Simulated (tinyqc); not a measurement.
# Conduction-band offset of an n-N heterojunction from carrier-profile moments: what changes with what

Layer 1 (x < 0) accumulates electrons and layer 2 (x > 0) is depleted. Boltzmann statistics. The bands bend down by V1 in layer 1 and up by V2 in layer 2, with V1 + V2 = VD = dE + Vt ln[(N2/Nc2)/(N1/Nc1)].

Values chosen for this exercise; values of the order of III-V alloys: temperature T = 200 K; relative permittivity of both layers eps_r = 11.5; density of states of the narrow-gap layer 1 Nc1 = 7.1e17 cm^-3; density of states of the wide-gap layer 2 Nc2 = 9.8e17 cm^-3; conduction-band offset dE = 0.17 eV; donor density in layer 1 N1 = 5.1e15 cm^-3; donor density in layer 2 N2 = 8.6e16 cm^-3; fixed charge at the interface si = 0 cm^-2.

Constants: q = 1.602176634e-19 C, kB = 1.380649e-23 J/K, Vt = kB T/q, eps0 = 8.8541878128e-14 F/cm where lengths are in cm. Results are converted to the units shown.

Each table varies one quantity; the others keep the values above.

## Effect of the doping of the wide-gap layer

Sheet densities from the first integral: Q1 = sqrt((2 eps0 eps_r Vt N1/q)(exp(u1) - u1 - 1)) extra electrons, Q2 = sqrt((2 eps0 eps_r Vt N2/q)(exp(-u2) + u2 - 1)) missing ones, u = V/Vt; neutrality Q1 = Q2 + si.

Effect of the doping of the wide-gap layer:

| N2 (cm^-3) | VD (V) | V1 (V) | Q1 (cm^-2) | n(0-)/Nc1 |
|---|---|---|---|---|
| 2.6e15 | 0.1528 | 0.03053 | 5.893e10 | 0.04224 |
| 5e15 | 0.1641 | 0.03862 | 8.295e10 | 0.06752 |
| 9.5e15 | 0.1752 | 0.04745 | 1.155e11 | 0.1127 |
| 1.8e16 | 0.1862 | 0.05696 | 1.601e11 | 0.1957 |
| 3.4e16 | 0.1971 | 0.06693 | 2.210e11 | 0.3490 |
| 6.5e16 | 0.2083 | 0.07746 | 3.064e11 | 0.6430 |
| 1.2e17 | 0.2189 | 0.08765 | 4.170e11 | 1.162 |

What does the table show?

Q1 rises from 5.89e10 to 4.17e11 cm^-2, as N2^(0.51) over the table, while VD grows by Vt ln 10 a decade and the share V1/VD rises from 0.200 to 0.400. For N2 = 6.5e16, 1.2e17 n(0-) nears or passes Nc1, where degeneracy and quantisation lower Q1.

## An error in the interface position

A C-V profile smears n(x) but keeps its zeroth and first moments: si = -int (N - n) dx, VD = (q/(eps0 eps_r)) int (N - n) x dx, dE = VD - Vt ln[(N2/Nc2)/(N1/Nc1)]. With the step of N placed at xi and the moment taken about xi, VD changes by (q/(eps0 eps_r)) [si xi + (N2 - N1) xi^2/2] and si by (N2 - N1) xi.

An error in the interface position:

| xi (nm) | error of si (cm^-2) | error of dE (meV) |
|---|---|---|
| -30 | -2.427e11 | 57.28 |
| -22.5 | -1.820e11 | 32.22 |
| -15 | -1.214e11 | 14.32 |
| -7.5 | -6.068e10 | 3.580 |
| 0 | 0 | 0 |
| 7.5 | 6.068e10 | 3.580 |
| 15 | 1.214e11 | 14.32 |
| 22.5 | 1.820e11 | 32.22 |
| 30 | 2.427e11 | 57.28 |

What does the comparison show, and why?

Among the rows the error of dE lies between 0 and 57.3 meV, quadratic in xi, since without interface charge the first-order term vanishes; the error of si is linear, 8.09e9 cm^-2 a nanometre.

Computed by the program tinyqc: `OMP_NUM_THREADS=1 python tinyqc.py 2410010 2410011 out.jsonl`, one thread of a shared Intel Xeon 2.30GHz, about 0.09 s for the whole run.
